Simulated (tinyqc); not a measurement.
Inside a calculation. Model: admittance spectroscopy of a deep trap.

Numbers from tinyqc (`OMP_NUM_THREADS=1 python tinyqc.py 2050061 2050062 out.jsonl`; about 0.01 s on one thread of a shared Intel Xeon 2.30GHz). Printed values are rounded.

Schottky contact on an n-type layer with shallow donors Nd (all ionised) and a donor-like deep trap, neutral when filled and positive when empty; depletion approximation. Traps within lam of the depletion edge stay filled. The traps at xt = W - lam, where the level crosses the Fermi level, follow a slow signal and not a fast one. w = 2 pi f.

Values chosen for this exercise; material values those of a made-up semiconductor:
- eps_r = 14.9 (relative permittivity)
- Nc = 2.62e19 cm^-3 (conduction-band density of states at 300 K)
- vth = 2.3e7 cm/s (thermal velocity at 300 K)
- Nd = 2.7e16 cm^-3 (shallow donor density)
- Vbi = 0.58 V (built-in voltage)
- Et = 0.48 eV (depth of the trap below the conduction edge)
- sn = 8.1e-16 cm^2 (capture cross-section)
- Nt = 1.1e16 cm^-3 (trap density)
- Vr = 1.9 V (reverse bias)
- f = 32000 Hz (signal frequency)
- T = 355 K (temperature)

Constants: q = 1.602176634e-19 C, kB = 1.380649e-23 J/K, eps0 = 8.8541878128e-14 F/cm where lengths are in cm. Results are converted to the units shown.

## Widths and limiting capacitances

lam = sqrt(2 eps0 eps_r (EF - ET)/(q Nd)), EF - ET = Et - (kB T/q) ln(Nc(T)/Nd), Nc(T) = Nc (T/300 K)^1.5. In the steady state at the band bending V, 2 eps0 eps_r V/q = Nd W^2 + Nt (W - lam)^2 (the second term only if W > lam). V = Vbi + Vr. C_HF = eps0 eps_r/W, C_LF = eps0 eps_r (Nd + Nt)/(Nd W + Nt xt).

lam = 126.385 nm
W = 359.375 nm
xt = 232.991 nm
C_HF = 36.7102 nF/cm^2
C_LF = 40.8710 nF/cm^2

The step is 11.3 % of C_HF.

## Admittance at the signal frequency

Emission rate en = sn vth(T) Nc(T) exp(-Et/kB T) = sn g T^2 exp(-Et/kB T), g = vth Nc/(300 K)^2, as vth goes as T^0.5 and Nc as T^1.5 (degeneracy factor 1). Inflection frequency w0 = 2 en [1 + Nt xt/(Nd W)]; C = C_HF + (C_LF - C_HF)/(1 + (w/w0)^2), G/w = (C_LF - C_HF)(w/w0)/(1 + (w/w0)^2).

en = 1.04805e5 1/s
w0/(2 pi) = 42171.8 Hz
C = 39.3507 nF/cm^2
G/w = 2.00356 nF/cm^2

The signal lies near the inflection, where the loss is largest.
